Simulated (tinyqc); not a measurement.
Comparisons within one model: donor level screened by free carriers (Yukawa potential). A value that a table varies takes the place of the one given here.

Potential -(q/(eps r)) exp(-ks r), q = e^2/(4 pi eps0). In units Ry* = Ry m/eps^2 and a* = a0 eps/m the problem is [-Laplacian - 2 exp(-x r)/r] psi = E psi with x = ks a*.

Converged values use 18 functions exp(-z r), z = 1.55^i, i = -11 to 6: S = 2/A^3, H = z_i z_j S - 2/(A + x)^2, A = z_i + z_j.

Screening wave number: Debye ks^2 = 4 pi q n/(eps kB T); Thomas-Fermi ks^2 = 6 pi q n/(eps EF) with EF = c (3 pi^2 n/gv)^(2/3)/m, c = hbar^2/2m0; the two are joined by 1/ks^2 = sqrt(1/ks_D^4 + 1/ks_TF^4). 1e18/cm^3 = 1e-6/angstrom^3, q = e^2/(4 pi eps0).

Constants: e^2/(4 pi eps0) = 14.39964547 eV angstrom; kB = 8.617333262e-05 eV/K; hbar^2/2m0 = 3.80998211 eV angstrom^2; Ry = 13.60569312 eV; a0 (Bohr radius) = 0.5291772105 angstrom.

Inputs chosen for the exercise (near those of a donor in GaAs, with one mean mass; shifted at random, so the results belong to these values and not to a real crystal): xs = (0.03, 0.13, 0.3, 0.57, 0.76, 0.88, 1.06) (values of x); m = 0.068 m0 (mass); eps = 12.6 (dielectric constant); gv = 1 (valleys); T = 200 K (temperature); nl = (0.0002, 0.00066, 0.002, 0.0066, 0.02, 0.066, 0.2) x 1e18/cm^3 (densities); n = 0.0066 x 1e18/cm^3 (free-carrier density).

## Towards the loss of the bound state

First order (-1 + 2x), one-parameter (minimum of z^2 - 8 z^3/(2z + x)^2) and converged 1s energies in Ry*, and the mean radius in a*; a dash marks an unbound result.

Results:
```
x     first order  trial function  converged   <r>
0.03      -0.9400         -0.9413    -0.9413  1.50
0.13      -0.7400         -0.7634    -0.7635  1.52
0.30      -0.4000         -0.5146    -0.5153  1.61
0.57            -         -0.2310    -0.2358  1.91
0.76            -         -0.0986    -0.1094  2.39
0.88            -         -0.0399    -0.0557  3.00
1.06            -               -    -0.0096  6.00
```

First order loses the state at x = 0.5, the trial function reaches zero energy at x = 1.00, and the exact limit is 1.19. The radius starts at 1.5 a*, grows slowly at first (1.61 at x = 0.30), then steadily, and swells towards the end (6.0 at 1.06), where a single exponential fails: the binding vanishes as the square of the distance from 1.19.

## Binding against carrier density

Ry* = 5.8276 meV
a* = 98.053 angstrom

x from the joined ks; converged 1s binding (dash: x above 1.17, at or past the limit 1.19 where the state unbinds).

Results:
```
n (1e18/cm^3)  EF/kB T  1/ks (angstrom)      x  binding (meV)  n^(1/3) a*
0.00020           0.01           2449.6  0.040           5.37       0.057
0.00066           0.02           1348.5  0.073           5.02       0.085
0.0020            0.05            774.8  0.127           4.48       0.124
0.0066            0.11            427.0  0.230           3.56       0.184
0.020             0.23            246.4  0.398           2.32       0.266
0.066             0.51            138.6  0.708           0.81       0.396
0.20              1.06             85.8  1.143           0.01       0.573
```

The binding falls from 5.4 to 0.0 meV (bare value 5.8); it passes half the bare value between 0.0066 and 0.02 x 1e18/cm^3. The level is still bound in the last row. x grows with exponent 0.50 in n at the start and 0.43 at the end (1/2 for Debye, 1/6 for Thomas-Fermi screening). The level survives to n^(1/3) a* = 0.57, past the 0.26 of the Mott rule, which corresponds to x = 1 for one valley with degenerate screening; here the level lasts until x = 1.19, the screening is at most the degenerate value, and overlap of donors is left out.

## What each parameter does

Ry* = Ry m/eps^2, a* = a0 eps/m, x = ks a* with the joined ks; converged binding. Each row changes one parameter from the base and keeps the others.

Results:
```
case                    1/ks (angstrom)      x  binding in Ry*  binding (meV)
base                              427.0  0.230           0.610           3.56
n = 0.0033 x 1e18/cm^3            603.4  0.163           0.711           4.14
T = 170 K                         393.9  0.249           0.583           3.40
m = 0.076 m0                      426.9  0.206           0.645           4.20
eps = 11.6                        409.7  0.220           0.624           4.29
gv = 2                            426.6  0.230           0.610           3.56
```

The largest shifts from the base row, up to three for each result and ties (the steps differ in size, so this ranks the rows, not the parameters). 1/ks (angstrom): n +176.4, T -33.1, eps -17.3. x: n -0.067, m -0.024, T +0.019; unchanged at the printed digits by gv. binding in Ry*: n +0.101, m +0.035, T -0.027; unchanged at the printed digits by gv. binding (meV): eps +0.73, m +0.65, n +0.59; unchanged at the printed digits by gv.

Program tinyqc; command `OMP_NUM_THREADS=1 python tinyqc.py 1251928 1251929 out.jsonl`; about 0.01 s on one thread of a shared Intel(R) Xeon(R) Processor @ 2.30GHz.
